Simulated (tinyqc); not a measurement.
What moves the results: thin-film optics by transfer matrices. A value that a table varies takes the place of the one given here.

Indices N = n + i k. Snell: N0 sin(theta) = N_j sin(theta_j), with Im(N_j cos theta_j) >= 0. Admittance y_j = N_j cos theta_j for s and N_j/cos theta_j for p. Phase delta_j = 2 pi N_j cos theta_j d_j/lambda. Layer matrix [[cos delta, -i sin delta/y], [-i y sin delta, cos delta]], multiplied from the top down to M. (B, C) = M (1, y_sub); r = (y0 B - C)/(y0 B + C), R = |r|^2, T = 4 Re y0 Re y_sub/|y0 B + C|^2, absorbed in the films 1 - R - T.

Ellipsometry: rho = tan(Psi) exp(i Delta) = -conj(r_p/r_s) with the r of the admittance formula, Delta in 0 to 360 degrees, so that a bare dielectric at small angles gives Delta = 180.

Parameters, chosen for this exercise (indices near those of Si3N4 on Si; shifted at random, so the results belong to these values and not to a real crystal):

| symbol | value | unit | meaning |
|---|---|---|---|
| lam | 633 | nm | vacuum wavelength |
| n0 | 1 |  | ambient index |
| n | (2.009, 3.925) |  | n of Si3N4, substrate |
| k | (0, 0.02) |  | k in the same order |
| d | (62.8) | nm | thicknesses, top first |
| theta | 30 | degrees | angle of incidence |
| pol | s |  | polarisation |

## Swing curve: thickness of the top film

The first entry of d takes the values listed.

Stack:

| d_1 (nm) | R | T | absorbed |
|---|---|---|---|
| 62.8 | 0.0782 | 0.9218 | 0.0000 |
| 89.9 | 0.0220 | 0.9780 | 0.0000 |
| 117.0 | 0.2181 | 0.7819 | 0.0000 |
| 144.1 | 0.3741 | 0.6259 | 0.0000 |
| 171.2 | 0.3978 | 0.6022 | 0.0000 |
| 198.3 | 0.2879 | 0.7121 | 0.0000 |
| 225.5 | 0.0779 | 0.9221 | 0.0000 |
| 252.6 | 0.0222 | 0.9778 | 0.0000 |
| 279.7 | 0.2184 | 0.7816 | 0.0000 |
| 306.8 | 0.3743 | 0.6257 | 0.0000 |
| 333.9 | 0.3977 | 0.6023 | 0.0000 |
| 361.0 | 0.2876 | 0.7124 | 0.0000 |
| 388.1 | 0.0783 | 0.9217 | 0.0000 |

R swings between 0.0220 and 0.3978 on these points. The period is lambda/(2 Re(N_1 cos theta_1)) = 162.7 nm, six rows. The film does not absorb, so the swing repeats exactly. The swing ratio (max - min)/mean is 1.72.

## Angle of incidence

Both polarisations.

Stack:

| theta (degrees) | R_s | R_p | Psi | Delta |
|---|---|---|---|---|
| 0 | 0.0499 | 0.0499 | 45.00 | 180.00 |
| 15 | 0.0560 | 0.0501 | 43.40 | 175.17 |
| 30 | 0.0782 | 0.0499 | 38.62 | 160.42 |
| 45 | 0.1300 | 0.0497 | 31.74 | 133.23 |
| 55 | 0.1954 | 0.0563 | 28.22 | 105.43 |
| 60 | 0.2431 | 0.0671 | 27.72 | 88.84 |
| 65 | 0.3046 | 0.0891 | 28.41 | 71.62 |
| 70 | 0.3839 | 0.1310 | 30.29 | 54.94 |
| 75 | 0.4860 | 0.2076 | 33.17 | 39.53 |
| 80 | 0.6171 | 0.3442 | 36.76 | 25.48 |
| 85 | 0.7852 | 0.5841 | 40.78 | 12.47 |

R_s and R_p agree at normal incidence (0.0499). R_p is lowest at 45 degrees of those listed (0.0497), where R_s = 0.1300; the top face alone would stop reflecting p light at arctan(n/n0) = 63.5 degrees, while the layers and the substrate below set where the minimum falls. R_s rises steadily with the angle.

## Sensitivity of the reflectance

R for both polarisations. Each row changes one parameter from the base and keeps the others.

Results:

| case | R_s | R_p | T_s |
|---|---|---|---|
| base | 0.0782 | 0.0499 | 0.9218 |
| d = (67.8) nm | 0.0452 | 0.0280 | 0.9548 |
| n = (2.049, 3.925) | 0.0709 | 0.0429 | 0.9291 |
| k = (0, 0.032) | 0.0774 | 0.0494 | 0.9226 |
| lam = 638 nm | 0.0818 | 0.0523 | 0.9182 |
| theta = 35 degrees | 0.0911 | 0.0496 | 0.9089 |

The largest shifts from the base row, up to three for each result and ties (the steps differ in size, so this ranks the rows, not the parameters). R_s: d -0.0330, theta +0.0129, n -0.0072. R_p: d -0.0219, n -0.0070, lam +0.0024. T_s: d +0.0330, theta -0.0129, n +0.0072.

Run: tinyqc, `OMP_NUM_THREADS=1 python tinyqc.py 1680920 1680921 out.jsonl`; Intel(R) Xeon(R) Processor @ 2.30GHz, one thread, shared host; about 0.02 s of CPU time with all checks.
